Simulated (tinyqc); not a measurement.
Narrowing from the saturation current.

Inverse problem. A uniform n-type emitter has J0 = (q p0 D/L)(s + tanh(W/L))/(1 + s tanh(W/L)), D = mup Vt, s = S L/D, and p0 = (ni^2/N) exp(dE_app/kB T), where dE_app = dEg + kB T ln[(N/Nc) exp(-eta)]. Find p0, dE_app and dEg.

Inputs (values chosen for the exercise); band and dielectric values close to those of silicon: temperature T = 350 K; conduction-band density of states at 350 K Nc = 3.53e19 cm^-3; ionised donor density N = 7.8e19 cm^-3; minority-hole mobility mup = 130 cm^2/(V s); emitter width W = 1300 nm; recombination velocity at the contact S = 2.6e5 cm/s.

Constants: q = 1.602176634e-19 C, kB = 1.380649e-23 J/K, Vt = kB T/q. Results are converted to the units shown.

J0 = 4.8373105e5 fA/cm^2
L = 528.63953 nm
ni = 3.4846012e11 cm^-3
converged eta = 1.5513806

Answer. J0 gives p0, its ratio to ni^2/N gives dE_app, and the degeneracy term is taken off.

p0 = 4.038e4 cm^-3
dE_app = 98.19 meV
dEg = 121.1 meV

tinyqc, about 0.01 s, one thread, Intel Xeon 2.30GHz (shared host): `OMP_NUM_THREADS=1 python tinyqc.py 2330154 2330155 out.jsonl`
